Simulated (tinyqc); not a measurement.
# Strain-driven roughening and islands of a mismatched epitaxial film, step by step

A worked calculation. Computed by tinyqc, a small Python program that keeps every step. Command: `OMP_NUM_THREADS=1 python tinyqc.py 3009620 3009621 out.jsonl island walk`. One thread of a shared host (Intel(R) Xeon(R) Processor @ 2.30GHz), about 0.01 s of CPU time with the checks. Intermediate numbers are printed to about 5 digits and carried at full precision; extremes and crossings named in words are read from the listed rows.

Film and substrate share isotropic elastic constants; the film is coherent and biaxially strained.

Inputs (values chosen for the exercise, modelled on InAs on GaAs):
```
quantity                                      value       unit
misfit |f|                                   0.0691          -
shear modulus G                                29.2        GPa
Poisson ratio nu                                0.3          -
surface energy gamma                          0.723      J/m^2
contact angle of the shallow shape theta_1     10.3    degrees
contact angle of the steep shape theta_2       32.2    degrees
facet energy of shape 1 over gamma            1.004          -
facet energy of shape 2 over gamma            1.057          -
wetting energy gamma_s - gamma                 0.11      J/m^2
decay length of wetting delta                  0.36         nm
surface mobility D_s nu_s Omega^2/(k_B T)   1.3e-33  m^6/(J s)
initial ripple amplitude A0                   0.051         nm
ripple wavelength over the critical one        0.86          -
island volume V                                 120       nm^3
```

Transport: surface diffusion.

Constants: e = 1.602176634e-19 C.

## Elastic energy of the flat film

M = 2 G (1 + nu)/(1 - nu); stress = M f; energy density w = M f^2.

biaxial modulus M = 108.46 GPa

stress = 7.4944 GPa

energy density w = 517.86 MJ/m^3

## Asaro-Tiller-Grinfeld instability

A ripple A cos(k x) has the surface chemical potential per volume [gamma k^2 - 2 (1 + nu) w k] A cos(k x), so k_c = 2 (1 + nu) w/gamma. With surface diffusion the amplitude grows at the rate q = B k^2 [2 (1 + nu) w k - gamma k^2], fastest at k_m = (3/4) k_c. B is the surface mobility.

k_c = 1.8623 1/nm

critical wavelength = 3.3739 nm

fastest wavelength = 4.4985 nm

growth time 1/q at k_m = 8.3868e-04 s

A ripple of A0 needs about 0.0012 s to reach a twentieth of its wavelength. Caution: a wavelength of a few nanometres is at the limit of continuum theory, where steps and facets rule.

## A ripple of given wavelength

A ripple A cos(k x) has the surface chemical potential per volume [gamma k^2 - 2 (1 + nu) w k] A cos(k x), so k_c = 2 (1 + nu) w/gamma. With surface diffusion the amplitude grows at the rate q = B k^2 [2 (1 + nu) w k - gamma k^2], fastest at k_m = (3/4) k_c. B is the surface mobility. Stress at the trough = stress x (1 + 2 k A).

k = 2.1655 1/nm

rate q = -2893.4 1/s

q over the largest rate = -2.4267

stress concentration at A0 = 1.2209

The ripple is shorter than critical and decays.

## Wetting layer

The surface energy depends on thickness as gamma + (gamma_s - gamma) exp(-h/delta). Its curvature adds W2 = (gamma_s - gamma) exp(-h/delta)/delta^2 to the restoring terms; the flat film is stable while W2 > (1 + nu)^2 w^2/gamma, which gives h_c = delta ln[(gamma_s - gamma) gamma/(delta^2 (1 + nu)^2 w^2)], or 0 if negative.

wetting-layer thickness h_c = 0.10910 nm

Wetting is too weak to hold a flat layer thicker than about a monolayer.

## Island nucleation

Shallow faceted island (Tersoff form): E = 4 Gam V^(2/3) tan^(1/3)(theta) - 6 c V tan(theta), Gam = gamma [x/sin(theta) - 1/tan(theta)], x the facet energy over gamma, c = stress^2 (1 - nu)/(2 pi G). The barrier is the maximum of E, at V_c = [4 Gam/(9 c)]^3 / tan^2(theta) (1 GPa nm = 1 J/m^2).

c = 0.21429 GPa

Gam of shape 1 = 0.081336 J/m^2

critical volume, shape 1 = 0.14535 nm^3

barrier, shape 1 = 0.10599 eV

Gam of shape 2 = 0.28602 J/m^2

critical volume, shape 2 = 0.52639 nm^3

barrier, shape 2 = 1.3301 eV

The shallow shape has the lower barrier. Each barrier is a third of the surface term at V_c and scales as Gam^3/c^2, that is as f^(-4). Caution: a critical volume below 1 nm^3 holds fewer than a hundred atoms, so a continuum barrier there has no physical meaning.

## Which shape at the volume V

The two energies cross at V_x^(1/3) = 4 [Gam_2 t2^(1/3) - Gam_1 t1^(1/3)]/(6 c (t2 - t1)), t = tan(theta); mu = dE/dV.

E of shape 1 = -147.02 eV

E of shape 2 = -457.53 eV

crossing volume V_x = 2.6424 nm^3

jump of mu at V_x, shape 2 less shape 1 = -192.01 MJ/m^3

At V the steep shape is lower. At V_x the chemical potential drops, so islands that have turned steep grow at the cost of the shallow ones. Caution: a crossing volume under 5 nm^3 is too small for these continuum energies. Caution: the shallow-slope form overstates the relaxation of facets steeper than about 25 degrees.

## Scaling with the misfit

A ripple A cos(k x) has the surface chemical potential per volume [gamma k^2 - 2 (1 + nu) w k] A cos(k x), so k_c = 2 (1 + nu) w/gamma. With surface diffusion the amplitude grows at the rate q = B k^2 [2 (1 + nu) w k - gamma k^2], fastest at k_m = (3/4) k_c. V_c = [4 Gam/(9 c)]^3/tan^2(theta), barrier = (4/3) Gam V_c^(2/3) tan^(1/3)(theta); the growth time is 1/q at k_m.

Misfit scaled at fixed constants:
```
|f| (%)  fastest wavelength (nm)  growth time (s)  V_c of shape 1 (nm^3)  barrier of shape 1 (eV)
1.7275                    71.976       5.4964e+01             5.9537e+02               2.7134e+01
2.4185                    36.723       3.7244e+00             7.9071e+01               7.0632e+00
3.4550                    17.994       2.1470e-01             9.3026e+00               1.6959e+00
4.8370                     9.181       1.4548e-02             1.2355e+00               4.4145e-01
6.9100                     4.499       8.3868e-04             1.4535e-01               1.0599e-01
9.6740                     2.295       5.6829e-05             1.9304e-02               2.7591e-02
```

Halving the misfit stretches the wavelength 4 times, the barrier 16 times, the volume 64 times and the time 256 times: f^(-2), f^(-4), f^(-6), f^(-8). Over these rows the time spans 6.0 decades: strongly mismatched films tend to roughen first, while dilute alloys have time to stay flat. Rows with wavelengths under 10 nm or volumes under 5 nm^3 are beyond the continuum picture.

Checks made by the program: k_m against a numerical maximum of the rate (relative difference 5e-10).
